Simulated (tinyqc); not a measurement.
Capacitance shares from swing and barrier lowering.

Question. Below threshold the charge is negligible, so the band edge moves as -(aG Vg + aD Vd), aG = CG/CS, aD = CD/CS (CG, CD the capacitances of the barrier top to gate and drain, CS the total), and I goes as exp((aG Vg + aD Vd)/Vt) once Vd is well above Vt. Find aG, aD, CS and CD.

Values chosen for this exercise:
```
symbol  value  unit      meaning
T         150     K  temperature
```

Constants: q = 1.602176634e-19 C, kB = 1.380649e-23 J/K, Vt = kB T/q. Results are converted to the units shown.

swing = 34.210592 mV/decade
DIBL = 62.068966 mV/V
CG = 2.3177898 pF/cm

Solution. The swing is Vt ln 10/aG and the DIBL, -dVg/dVd at fixed current, is aD/aG.

aG = 0.870
aD = 0.0540
CS = 2.66 pF/cm
CD = 0.144 pF/cm

Program tinyqc, `OMP_NUM_THREADS=1 python tinyqc.py 2400158 2400159 out.jsonl`; Intel Xeon 2.30GHz, shared host, one thread, about 0.07 s.
